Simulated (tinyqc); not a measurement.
Worked calculation: ROHF in the 3-21g basis, for H2+, spin multiplicity 2. One step of it, computed by the program tinyqc.

Problem. Iteration 1: diagonalisation and new density. Diagonalise F' = X^T F X, C = X C', fill 1 alpha and 0 beta electrons from the bottom; D(s) = C_occ C_occ^T. Each column has its largest component positive (the first on a tie).

effective F (hartree), lower triangle:
```
           1H 1s      1H 2s      2H 1s      2H 2s
1H 1s  -0.240653
1H 2s  -0.605016  -0.529269
2H 1s  -0.406545  -0.461013  -0.240653
2H 2s  -0.461013  -0.481540  -0.605016  -0.529269
```

X, lower triangle:
```
           1H 1s      1H 2s      2H 1s     2H 2s
1H 1s   1.238966
1H 2s  -0.483309   1.578964
2H 1s  -0.007505   0.024427   1.238966
2H 2s   0.024427  -0.588706  -0.483309  1.578964
```

Give: F' = X^T F X; orbital energies; coefficients C; D(alpha) after iteration 1; D(beta) after iteration 1.

Solution.

F' = X^T F X (hartree), lower triangle:
```
         1        2        3        4
1   0.2191
2  -0.5890  -0.0116
3  -0.2086  -0.1104   0.2191
4  -0.1104  -0.1471  -0.5890  -0.0116
```

orbital energies (hartree): MO1 -0.7786, MO2 -0.2189, MO3 0.6304, MO4 0.7821

coefficients C:
```
          MO1      MO2      MO3      MO4
1H 1s  0.3348   0.2359   0.8669  -0.9220
1H 2s  0.3088   1.0183  -0.7073   1.2006
2H 1s  0.3348  -0.2359   0.8669   0.9220
2H 2s  0.3088  -1.0183  -0.7073  -1.2006
```

D(alpha) after iteration 1, lower triangle:
```
        1H 1s   1H 2s   2H 1s   2H 2s
1H 1s  0.1121
1H 2s  0.1034  0.0953
2H 1s  0.1121  0.1034  0.1121
2H 2s  0.1034  0.0953  0.1034  0.0953
```

D(beta) after iteration 1, lower triangle:
```
        1H 1s   1H 2s   2H 1s   2H 2s
1H 1s  0.0000
1H 2s  0.0000  0.0000
2H 1s  0.0000  0.0000  0.0000
2H 2s  0.0000  0.0000  0.0000  0.0000
```
